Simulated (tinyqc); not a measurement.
Inputs raised by 2 %, one at a time: Schottky barrier with interface states (Cowley-Sze model), image lowering and contact resistance. Computed by tinyqc, a small Python program. Command: `OMP_NUM_THREADS=1 python tinyqc.py 3026928 3026929 out.jsonl pinning sens`. One thread of a shared host (Intel(R) Xeon(R) Processor @ 2.30GHz), about 0.02 s of CPU time with the checks.

An n-type semiconductor under a metal. The barrier lies between the Schottky-Mott limit phi_M - chi and the Bardeen limit E_g - E_n, E_n being the neutrality level of the interface states; the space-charge term of the full Cowley-Sze expression is left out.

Inputs (values chosen for the exercise, with gap, mass and screening modelled on InP):
```
quantity                                       value   unit
gap E_g                                         1.34     eV
electron affinity chi                           4.48     eV
metal work function phi_M                       4.81     eV
neutrality level E_n above the valence band    0.852     eV
optical dielectric constant eps_opt             9.25      -
dielectric constant eps_s                         13      -
electron mass m_e                             0.0773    m_0
valleys M_c                                        1      -
donor density N                              3.7e+15  cm^-3
temperature T                                    300      K
reverse bias V_r                                 2.6      V
```

Pinning factor from: Moench relation.

Constants: k_B = 8.617333262e-05 eV/K; m_0 = 9.1093837015e-31 kg; k_B = 1.380649e-23 J/K; h = 6.62607015e-34 J s; eps_0 = 8.8541878128e-12 F/m; e = 1.602176634e-19 C.

Method:
- S = 1/(1 + 0.1 (eps_opt - 1)^2), an empirical relation for metal-induced gap states.
- phi_B = S (phi_M - chi) + (1 - S)(E_g - E_n); the hole barrier is E_g - phi_B.
- N_c = 2 M_c (2 pi m_e k_B T/h^2)^(3/2); xi = E_c - E_F solves N = N_c F_1/2(-xi/k_B T) (bisection; full ionisation).
- F_1/2(eta) = (2/sqrt(pi)) int_0^infinity sqrt(x)/(1 + exp(x - eta)) dx, by the trapezoid rule in t = sqrt(x) with step 0.02 up to t = 12 (for eta < -12 by exp(eta) - exp(2 eta)/2^(3/2)).
- V_bi = phi_B - xi; W = sqrt(2 eps_s eps_0 (V_bi + V_r - k_B T/e)/(e N)); field at the metal E_m = e N W/(eps_s eps_0); image lowering sqrt(e E_m/(4 pi eps_s eps_0)).
- A* = 4 pi e m_e M_c k_B^2/h^3 (a simple valley count); J_s = A* T^2 exp(-phi/k_B T).
- J_0 uses phi_B; the reverse current uses phi_B less the image lowering, times 1 - exp(-V_r/k_B T).

Runs; columns: (1) input moved; (2) from; (3) to; (4) barrier phi_B (eV); (5) thermionic reverse current (A/cm^2); (6) depletion width W (nm); (7) image lowering (eV):
```
(1)                                                   (2)        (3)      (4)       (5)     (6)       (7)
base run                                                -          -  0.46776  0.030062  1063.6  0.024632
metal work function phi_M (eV)                       4.81     4.9062  0.48008  0.018682  1065.9  0.024659
electron affinity chi (eV)                           4.48     4.5696  0.45628  0.046820  1061.5  0.024608
neutrality level E_n above the valence band (eV)    0.852    0.86904  0.45290  0.053343  1060.9  0.024601
optical dielectric constant eps_opt                  9.25      9.435  0.46853  0.029182  1063.8  0.024634
donor density N (cm^-3)                           3.7e+15  3.774e+15  0.46776  0.030206  1053.2  0.024756
temperature T (K)                                     300        306  0.46776  0.043757  1062.9  0.024624
reverse bias V_r (V)                                  2.6      2.652  0.46776  0.030189  1073.1  0.024742
```

Exponents ln(y'/y) / ln(x'/x):
```
input                                        barrier phi_B  thermionic reverse current  depletion width W  image lowering
metal work function phi_M                            1.313                     -24.021              0.107           0.053
electron affinity chi                               -1.255                      22.373             -0.100          -0.050
neutrality level E_n above the valence band         -1.630                      28.960             -0.129          -0.065
optical dielectric constant eps_opt                  0.083                      -1.501              0.007           0.003
donor density N                                      0.000                       0.241             -0.496           0.252
temperature T                                        0.000                      18.957             -0.034          -0.017
reverse bias V_r                                     0.000                       0.213              0.447           0.223
```

Among the inputs moved here: barrier phi_B answers most in size to neutrality level E_n above the valence band (exponent -1.630), next to metal work function phi_M (+1.313); its exponent is below 0.0005 for donor density N, temperature T, reverse bias V_r. Thermionic reverse current answers most in size to neutrality level E_n above the valence band (exponent +28.960), next to metal work function phi_M (-24.021). Depletion width W answers most in size to donor density N (exponent -0.496), next to reverse bias V_r (+0.447). Its exponent -0.496 in donor density N: W goes as N^(-1/2). Image lowering answers most in size to donor density N (exponent +0.252), next to reverse bias V_r (+0.223). Its exponent +0.252 in donor density N: the lowering goes as the root of the field, N^(1/4). Its exponent +0.223 in reverse bias V_r: the lowering goes as (V_bi + V_r)^(1/4).
